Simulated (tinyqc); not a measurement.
Stress in a transistor channel from embedded alloy regions, liners and fins, by half-space elasticity: one step, computed by the program tinyqc. Command: `OMP_NUM_THREADS=1 python tinyqc.py 3019998 3019999 out.jsonl stressor walk`. One thread of a shared host (Intel(R) Xeon(R) Processor @ 2.30GHz), about 0.01 s of CPU time with the checks.

Plane strain in an isotropic half-space, the same constants everywhere; x along the channel from its centre, y downwards from the free surface; stress is positive in tension.

Question. Stress at the centre of the channel. A line element dA of misfit at (a, c) in the half-space gives, with C = E e/(2 pi (1 - nu)), X = x - a, r1^2 = X^2 + (y - c)^2, r2^2 = X^2 + Y^2, Y = y + c: s_xx = -C dA {[X^2 - (y - c)^2]/r1^4 + 3 [X^2 - Y^2]/r2^4 + 4 y Y (Y^2 - 3 X^2)/r2^6}, s_yy = C dA {[X^2 - (y - c)^2]/r1^4 - [X^2 - Y^2]/r2^4 + 4 y Y (Y^2 - 3 X^2)/r2^6}. These are integrated over two rectangles, L/2 < |a| < L/2 + S, 0 < c < d (closed form in a, 200 Gauss-Legendre points in c).

Inputs (values chosen for the exercise, modelled on silicon):

| quantity | value | unit |
|---|---|---|
| Young's modulus E | 168 | GPa |
| Poisson ratio nu | 0.24 | - |
| channel length L | 100 | nm |
| length of each stressor S | 135 | nm |
| recess depth d | 20 | nm |
| depth of the field point y | 2.6 | nm |

Stressor: Si(1-x)Ge(x) source and drain.

misfit e = 0.013632

stress of a blanket film = -3.013389 GPa

Give: s_xx; s_yy; s_xx over the blanket-film stress.

Answer.

s_xx = -1014 MPa

s_yy = -2.875 MPa

s_xx over the blanket-film stress = 0.3365

The channel is compressed along its length; s_yy is 0.0028 of s_xx in size and vanishes at the surface.
